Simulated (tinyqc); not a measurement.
Inside a calculation. Model: rapid thermal processing of a wafer: radiative balance, ramp and cooling, pattern effects, pyrometer error and spike budget. Computed by tinyqc, a small Python program that keeps every step. Command: `OMP_NUM_THREADS=1 python tinyqc.py 3114275 3114276 out.jsonl rtp walk`. One thread of a shared host (Intel(R) Xeon(R) Processor @ 2.30GHz), about 0.04 s of CPU time with the checks. Intermediate numbers are printed to about 6 digits and carried at full precision; extremes and crossings named in words are read from the listed rows.

The wafer is opaque and uniform through its thickness unless said otherwise; temperatures in formulas are in kelvin (C + 273.15). sigma = 5.670374419e-12 W/(cm^2 K^4).

Inputs (values chosen for the exercise, modelled on a hot silicon wafer):
```
quantity                                              value         unit
wafer thickness d                                       625   micrometre
heat capacity per volume C                             2.24   J/(cm^3 K)
thermal conductivity k                                 0.27     W/(cm K)
emissivity eps of each face                            0.67            -
reflectivity of the chamber walls r                    0.63            -
gas heat-transfer coefficient h, both faces together    1.6  mW/(cm^2 K)
wall temperature T_w                                    500            K
process temperature                                     766            C
starting temperature                                    400            C
ramp rate                                                46          K/s
relative change of absorptivity over a pattern           13            %
period of the pattern                                     5           mm
pyrometer wavelength                                   0.95   micrometre
error of the assumed emissivity                          11            %
activation energy of the process E_a                   3.66           eV
```

Constants: k_B = 8.617333262e-05 eV/K; h = 6.62607015e-34 J s; c = 299792458 m/s; k_B = 1.380649e-23 J/K.

## Power to hold and to ramp

Effective emissivity between parallel grey plates: eps_eff = 1/(1/eps + 1/(1 - r) - 1). Loss per area q(T) = 2 eps_eff sigma (T^4 - T_w^4) + h (T - T_w). Absorbed power during a ramp = q(T) + C d x ramp rate; thermal time constant tau = C d/(dq/dT), dq/dT = 8 eps_eff sigma T^3 + h; natural cooling rate q/(C d); front-to-back difference under one-sided heating at the end of the ramp = (absorbed power) d/(2 k).

eps_eff = 0.312966

holding power q = 4.77939 W/cm^2

power at the end of the ramp = 11.2194 W/cm^2

dq/dT = 17.5306 mW/(cm^2 K)

time constant tau = 7.98602 s

natural cooling rate = 34.1385 K/s

front-to-back difference = 1.29854 K

Radiation carries 82 % of the loss. The ramp needs 2.3 times the holding power.

## Cooling curve

Cooling with the lamps off: C d dT/dt = -q(T), integrated adaptively (relative tolerance 1e-10).

Lamps off at t = 0:
```
t (s)    T (C)  cooling rate (K/s)
0.8    739.983             30.9901
1.6    716.292             28.3072
3.2    674.617             23.9886
5.6    623.018             19.2950
8.0    580.931             15.9520
12.0   525.325             12.1319
20.0   447.654              7.7825
32.0   375.689              4.6098
```

The rate falls from 34.1 K/s at t = 0 to 4.61 K/s in the last row.

## Thermal budget of a spike

Spike anneal: linear ramp to the peak, then lamps off. Equivalent time at the peak = int exp(-(E_a/k_B)(1/T - 1/T_peak)) dt; estimate (k_B T^2/E_a)(1/ramp rate + 1/cooling rate). The ramp part uses 4000 trapezoid steps, the cooling part 4000 steps over 4 tau. Time within 50 K of the peak from the same curves.

equivalent time, ramp = 0.527468 s

equivalent time, cooling = 0.778614 s

equivalent time, total = 1.30608 s

estimate = 1.29744 s

time within 50 K of the peak = 2.69728 s

Cooling supplies 60 % of the budget.

## What a faster ramp buys

The formulas are those given above.

Against the ramp rate:
```
ramp (K/s)  ramp part (s)  cooling part (s)  total (s)  power at the peak (W/cm^2)
10                2.42635          0.778614    3.20497                       6.179
25                0.97054          0.778614    1.74916                       8.279
50                0.48527          0.778614    1.26388                      11.779
100               0.24264          0.778614    1.02125                      18.779
250               0.09705          0.778614    0.87567                      39.779
500               0.04853          0.778614    0.82714                      74.779
1000              0.02426          0.778614    0.80288                     144.779
```

From 10 to 100 K/s the total falls by a factor 3.1, from 100 to 1000 K/s by 1.27: the cooling part, 0.779 s, is a floor, and the natural cooling rate here is 34.1 K/s.

## Pattern effect

At steady state a sinusoidal change of absorbed power of relative amplitude a and period p gives the temperature amplitude a q/(dq/dT + k d (2 pi/p)^2); healing length l = sqrt(k d/(dq/dT)); process change = E_a dT/(k_B T^2). Emissivity is taken as unchanged.

healing length l = 9.81122 mm

amplitude without lateral conduction = 35.4420 K

amplitude = 0.231635 K

change of the process rate = 0.911080 %

Lateral conduction cuts the amplitude to 0.65 %, since p/(2 pi l) = 0.081.

## Pyrometer error

Signal proportional to eps/(exp(c2/(lambda T)) - 1), c2 = h c/k_B. If the assumed emissivity is too high by the given error, the reading T' solves (1 + error)/(exp(c2/(lambda T')) - 1) = 1/(exp(c2/(lambda T)) - 1). Wien estimate: T' - T = -lambda T^2 ln(1 + error)/c2. Process rates go as exp(-E_a/(k_B T)).

c2 = 14387.8 micrometre K

c2/(lambda T) = 14.5744

reading less true temperature = -7.38792 K

Wien estimate = -7.44082 K

rate at T over rate at T', less 1 = 33.9995 %

Checks made by the program: cooling time against quadrature of C d dT/q (relative difference 4e-08).
